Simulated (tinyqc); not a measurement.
## Hexagonal on-chip spiral inductor, lumped pi model: effect of the line width

Outer diameter do = di + 2 n wd + 2 (n - 1) sp, mean da = (do + di)/2, fill p = (do - di)/(do + di), length l = 3.464 n da. L = 2.33 mu0 n^2 da/(1 + 3.82 p), mu0 = 4 pi 1e-7 H/m. Rs = rho l/(wd delta (1 - exp(-th/delta))), delta = sqrt(rho/(pi f mu0)). Cs = n wd^2 eps0 eo/hu across the coil. At each end Cox = l wd eps0 eo/(2 ho) leads to the substrate branch Rsi = 2 rs he/(l wd) in parallel with Csi = l wd eps0 11.7/(2 he). With one end grounded Y = 1/(Rs + i w L) + i w Cs + 1/[1/(i w Cox) + 1/(1/Rsi + i w Csi)], w = 2 pi f; Q = -Im Y/Re Y. Eddy currents in neighbouring turns and in the substrate are left out.

Peak Q and its frequency from a search over f; self-resonance where Im Y = 0; Q at the given f (negative beyond resonance).

Parameters, values chosen for the exercise; values of the order met in silicon radio-frequency processes:
- n = 2.5 (number of turns)
- sp = 3 um (space between turns)
- di = 100 um (inner diameter)
- th = 3 um (metal thickness)
- rho = 1.9 uohm cm (metal resistivity)
- ho = 3.5 um (oxide below the coil)
- hu = 0.7 um (oxide between coil and underpass)
- eo = 4.1 (relative permittivity of the oxide)
- rs = 1 ohm cm (substrate resistivity)
- he = 80 um (effective spreading depth in the substrate)
- f = 0.87 GHz (frequency)

Constants: eps0 = 8.8541878128e-12 F/m. Results are converted to the units shown.

Result of one run:
```
wd (um)  L (nH)  do (um)  peak Q  f of the peak (GHz)  self-resonance (GHz)  Q at f
25        1.207    234.0   16.94                2.499                 9.582   10.04
```

What becomes of these results when the line width wd is changed from 25 to 6 um, all else the same?

Result of the changed run:
```
wd (um)  L (nH)  do (um)  peak Q  f of the peak (GHz)  self-resonance (GHz)  Q at f
6         1.347    139.0   10.28                5.375                 37.94   3.802
```

The whole series:
```
wd (um)  L (nH)  do (um)  peak Q  f of the peak (GHz)  self-resonance (GHz)  Q at f
2         1.505    119.0   5.861                10.18                 94.35   1.547
4         1.412    129.0   8.474                6.688                 54.77   2.775
6         1.347    139.0   10.28                5.375                 37.94   3.802
9         1.283    154.0   12.19                4.355                 25.53   5.103
13        1.234    174.0   13.96                3.598                 17.79   6.563
18        1.208    199.0   15.48                3.018                 13.04   8.128
25        1.207    234.0   16.94                2.499                 9.582   10.04
```

As wd goes from 2 to 25, L falls from 1.51 to 1.21 nH, the peak Q rises from 5.86 to 16.9, its frequency falls from 10.2 to 2.50 GHz and the self-resonance falls from 94.4 to 9.58 GHz.

Program tinyqc, `OMP_NUM_THREADS=1 python tinyqc.py 2302119 2302120 out.jsonl`; Intel Xeon 2.30GHz, shared host, one thread, about 0.01 s.
